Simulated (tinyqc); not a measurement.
## Trench capacitor in an array: capacitance, non-linearity, leakage and relaxation: charge lost after writing

A film between two metal electrodes, each interface adding a series capacitance ci. The small-signal permittivity is ek (1 + aq E^2); the field is found with the linear permittivity. Leakage J = J0 sinh(E/Ef). After a voltage step the film passes a relaxation current kr C V tt^(-nr), tt being the time in seconds. The sidewall is a coaxial capacitor with radii a = dm/2 - t and b = dm/2, depth AR dm; the end face is left out.

Planar film: Cf = eps0 ek/t, 1/C = 1/Cf + 2/ci, EOT = 3.9 eps0/C, effective permittivity C t/eps0, E = (V/t) C/Cf. A capacitor written for t0 and then left open loses, as a share of C V, kr (tt^(1 - nr) - t0^(1 - nr))/(1 - nr) by relaxation and J tt/(C V) by leakage; both are taken as small, and rows far outside that range are left out.

Parameters, values chosen for the exercise; permittivity of the order of that of zirconium oxide: relative permittivity of the film ek = 36.7; film thickness t = 9.2 nm; capacitance of each electrode interface (dead layer and screening) ci = 120 uF/cm^2; quadratic field coefficient of the permittivity aq = 0.0074 cm^2/MV^2; bias V = 2.2 V; exponent of the relaxation current nr = 0.987; strength of the relaxation kr = 0.0018; leakage prefactor J0 = 1.6e-11 A/cm^2; field for an e-fold rise of the leakage Ef = 0.34 MV/cm; duration of the write pulse t0 = 1e-8 s.

Constants: eps0 = 8.8541878128e-14 F/cm where lengths are in cm. Results are converted to the units shown.

The same in every row: leakage current (nA/cm^2) = 6.134.

Charge lost after writing:
```
tt (s)  relaxation current (nA/cm^2)  loss by relaxation (%)  loss by leakage (%)  total loss (%)
1e-6                         1.104e7                  0.6723             8.359e-8          0.6723
1e-5                         1.137e6                   1.024             8.359e-7           1.024
0.0001                       1.172e5                   1.386             8.359e-6           1.386
0.001                        1.207e4                   1.759             8.359e-5           1.759
0.01                            1244                   2.144             8.359e-4           2.145
0.1                            128.2                   2.540             0.008359           2.549
1                              13.21                   2.949              0.08359           3.032
10                             1.361                   3.369               0.8359           4.205
```

The two currents are equal at tt = 2.18 s. The loss by relaxation grows from 0.672 to 3.37 %, by 0.352 points over the first decade and 0.421 over the last, while the loss by leakage grows tenfold a decade. Relaxation is the larger loss in every row.

tinyqc, about 0.01 s, one thread, Intel Xeon 2.30GHz (shared host): `OMP_NUM_THREADS=1 python tinyqc.py 2102146 2102147 out.jsonl`
